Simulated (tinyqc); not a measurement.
A spin-degenerate level with charging energy between two leads, rate equations: two steps of the calculation.

States 0, up, down and 2 with energies 0, e1 - Ez/2, e1 + Ez/2 and 2 e1 + U. mu_L = +V/2, mu_R = -V/2 (meV), f(x) = 1/(1 + exp(x/kB T)). A transition that adds one electron of given spin at the energy E has the rate G f(E - mu) from each lead, and its reverse G [1 - f(E - mu)]. I counts electrons leaving the left lead, times q.

Values chosen for this exercise:
```
symbol,value,unit,meaning
GL,0.42,1/ns,tunnel rate to the left lead
GR,2.5,1/ns,tunnel rate to the right lead
dt,0.062,ns,time step
```

Constants: q = 1.602176634e-19 C. Results are converted to the units shown.

Problem 1. Steady state and current. Steady state: W p = 0 with sum p = 1. I = q GL sum over transitions i-j of [fL p_i - (1 - fL) p_j].

W (1/ns):

|  | 0 | up | down | 2 |
|---|---|---|---|---|
| 0 | -0.8399403 | 2.5000299 | 2.5000299 | 0.0000000 |
| up | 0.4199701 | -2.5000299 | 0.0000000 | 2.9200000 |
| down | 0.4199701 | 0.0000000 | -2.5000299 | 2.9200000 |
| 2 | 0.0000000 | 0.0000000 | 0.0000000 | -5.8400000 |

fL, transition 0-up to down-2: [0.99992890, 0.99992890, 0.00000000, 0.00000000]

Wanted: p; mean number of electrons; I.

Solution 1.

p: 0 0.74852, up 0.12574, down 0.12574, 2 0.00000
mean number of electrons = 0.25148
I = 100.73 pA

In units of q GL GR/(GL + GR) = 57.6 pA the current is 1.75; two independent spin channels fully inside the bias window would give 2.

Problem 2. Time step. Explicit Euler step: p(new) = p + dt W p.

W (1/ns):

|  | 0 | up | down | 2 |
|---|---|---|---|---|
| 0 | -0.8399403 | 2.5000299 | 2.5000299 | 0.0000000 |
| up | 0.4199701 | -2.5000299 | 0.0000000 | 2.9200000 |
| down | 0.4199701 | 0.0000000 | -2.5000299 | 2.9200000 |
| 2 | 0.0000000 | 0.0000000 | 0.0000000 | -5.8400000 |

p after step 1: 0 0.94792370, up 0.02603815, down 0.02603815, 2 0.00000000

Wanted: p after step 2.

Solution 2.

p after step 2: 0 0.9066, up 0.0467, down 0.0467, 2 0.0000

Range of the model: Rate equations need hbar G well below kB T; cotunnelling and the Kondo effect are left out.

Computed by the program tinyqc: `OMP_NUM_THREADS=1 python tinyqc.py 2780127 2780128 out.jsonl`, one thread of a shared Intel Xeon 2.30GHz, about 0.01 s for the whole run.
